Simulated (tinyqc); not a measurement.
From results back to parameters: conductance of a narrow metal strip with scatterers (square lattice, Green functions). Three cases, with inputs chosen for the exercise.

Problem. Boundaries with reflection R, a distance dg apart, add incoherently to the scattering in a one-dimensional channel: rho/rho0 = 1 + (lam/dg) R/(1 - R). The ratio comes from a hidden R.

Find: R; effective mean free path lam rho0/rho.

Method. y = (rho/rho0 - 1) dg/lam = R/(1 - R), so R = y/(1 + y).

Case 1.

Values chosen (out of a larger set: hopping and spacing of the size met in Cu or Al; the lattice is a model; not measured data): lam = 24 nm (bulk mean free path); dg = 30 nm (distance between boundaries).

rho/rho0 = 1.31111

Solution.

R = 0.280
effective mean free path lam rho0/rho = 18.31 nm

Case 2.

Values chosen (out of a larger set: hopping and spacing of the size met in Cu or Al; the lattice is a model; not measured data): lam = 45 nm (bulk mean free path); dg = 38 nm (distance between boundaries).

rho/rho0 = 1.61005

Solution.

R = 0.340
effective mean free path lam rho0/rho = 27.95 nm

Case 3.

Values chosen (out of a larger set: hopping and spacing of the size met in Cu or Al; the lattice is a model; not measured data): lam = 29 nm (bulk mean free path); dg = 43 nm (distance between boundaries).

rho/rho0 = 1.24944

Solution.

R = 0.270
effective mean free path lam rho0/rho = 23.21 nm

Computed by tinyqc, one run a case: `OMP_NUM_THREADS=1 python tinyqc.py N N+1 out.jsonl` with N = 1481372, 1481394, 1481403; one thread of a shared Intel(R) Xeon(R) Processor @ 2.30GHz, about 0.01 s a run at most.
